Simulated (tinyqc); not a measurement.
Raman shift of the zone-centre optical phonon of a diamond-structure crystal under stress: one step, computed by the program tinyqc.

Axes x, y, z are the cube axes. Strain shifts the threefold optical mode and can split it; p, q and r are the phonon deformation potentials.

Problem. The line seen from a (001) surface. Backscattering from a (001) surface: incident polarisation (cos phi, sin phi, 0). With Raman tensors (R_z)_xy = (R_z)_yx = 1 and cyclic, only the z component u_z of a mode counts: I = u_z^2 sin^2(2 phi) for parallel and u_z^2 cos^2(2 phi) for crossed polarisers. An unresolved line sits at the intensity-weighted shift, which is M_zz/(2 omega_0).

Inputs (values chosen for the exercise, modelled on silicon): stress sigma (tension positive) = -1.2 GPa; polarisation angle phi = 60 degree.

Stress state: hydrostatic. Axis: none.

M/(2 omega_0) (1/cm):
```
          x         y         z
x  7.038260  0.000000  0.000000
y  0.000000  7.038260  0.000000
z  0.000000  0.000000  7.038260
```

Give: total intensity, parallel; total intensity, crossed; shift of the observed line; shift per stress; stress per shift.

Solution.

total intensity, parallel = 0.75

total intensity, crossed = 0.25

shift of the observed line = 7.038 1/cm

shift per stress = -5.865 1/(cm GPa)

stress per shift = -170.5 MPa cm

The z-polarised mode is an eigenmode here, so one line is seen. Caution: this stress has components normal to the (001) face, so it cannot reach a free (001) surface; it can act on buried material.
